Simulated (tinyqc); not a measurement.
Inside a calculation. Model: resistive crossbar, vector-matrix product with wire resistance.

Computed by the program tinyqc: `OMP_NUM_THREADS=1 python tinyqc.py 2880046 2880047 out.jsonl`, one thread of a shared Intel Xeon 2.30GHz, about 0.02 s for the whole run. Printed values are rounded.

2 rows and 2 columns. Cell (i, j) joins row node wij to column node bij. Each row is driven at its left end through one wire segment rw; neighbouring nodes along a row or a column are joined by rw; each column ends below the last row in one more rw and a virtual ground, where its current is read. Ideal output: I_j = sum_i V_i G_ij.

Inputs (values chosen for the exercise):
- rw = 10 ohm (wire resistance between neighbouring cells)
- V = [0.13, 0.25] V (input voltages of the rows)

## The nodal equations

cell conductances G (uS):
```
       column 1  column 2
row 1        35        22
row 2       8.7        72
```

Kirchhoff current law at every node, A x = b: A holds the sum of the conductances at a node on the diagonal and minus the conductance between two nodes off it (wire conductance 1/rw); b = V_i/rw at the first node of row i.

A (uS):
```
           w11        w12        w21        w22        b11        b12        b21        b22
w11  2.00035e5       -1e5          0          0        -35          0          0          0
w12       -1e5  1.00022e5          0          0          0        -22          0          0
w21          0          0  2.00009e5       -1e5          0          0       -8.7          0
w22          0          0       -1e5  1.00072e5          0          0          0        -72
b11        -35          0          0          0  1.00035e5          0       -1e5          0
b12          0        -22          0          0          0  1.00022e5          0       -1e5
b21          0          0       -8.7          0       -1e5          0  2.00009e5          0
b22          0          0          0        -72          0       -1e5          0  2.00072e5
```

b (uA): w11 13000, w12 0, w21 25000, w22 0, b11 0, b12 0, b21 0, b22 0

## Node voltages and column currents

Solve A x = b; I_j = b2j/rw.

row nodes (mV): w11 129.926, w12 129.898, w21 249.799, w22 249.619
column nodes (mV): b11 0.112596, b12 0.236627, b21 0.0671613, b22 0.208101
column currents (uA): column 1 6.71613, column 2 20.8101

## Error against the ideal product

Ideal I_j = sum_i V_i G_ij; error = I/ideal - 1.

ideal currents (uA): column 1 6.725, column 2 20.86
error (%): column 1 -0.1318, column 2 -0.2391

The largest error is in column 2. All currents fall short, since the wires take part of the voltage.
